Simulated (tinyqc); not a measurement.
Equation-of-state fits to an energy-volume table made by a known binding curve: one step, computed by the program tinyqc.

With x = (V/V_0)^(1/3), the energy per atom is E = D [exp(-2 eta (x - 1)) - 2 exp(-eta (x - 1))], so that B0 = 2 D eta^2/(9 V_0) and B' = 1 + eta. B' = dB/dP at P = 0.

Question. Errors of the Birch-Murnaghan fit. Third-order Birch-Murnaghan is a cubic in u = V^(-2/3): fit it by linear least squares, find the minimum, and take B0 = V E''(V), B' = -1 - V E'''/E'' there. Errors are fitted minus exact, relative; the pressure at c V_0 uses P = (3 B0/2) (x^7 - x^5) [1 + (3/4)(B' - 4)(x^2 - 1)], x = (V0/V)^(1/3) with the fitted values.

Inputs (values chosen for the exercise, for a model crystal): true volume V_0 = 12.4 angstrom^3/atom; compression V/V_0 for the pressure test = 0.8.

Binding curve: Morse. Noise: added.

fitted B0 = 197.2710 GPa

exact B0 = 196.5456 GPa

fitted B' = 3.741950

exact B' = 4.49

fitted V0 = 12.40225 angstrom^3

exact pressure at c V_0 = 71.56597 GPa

Give: error of B0; error of B'; fitted pressure at c V_0; error of that pressure.

Answer.

error of B0 = 0.369 %

error of B' = -16.7 %

fitted pressure at c V_0 = 66.8 GPa

error of that pressure = -6.68 %
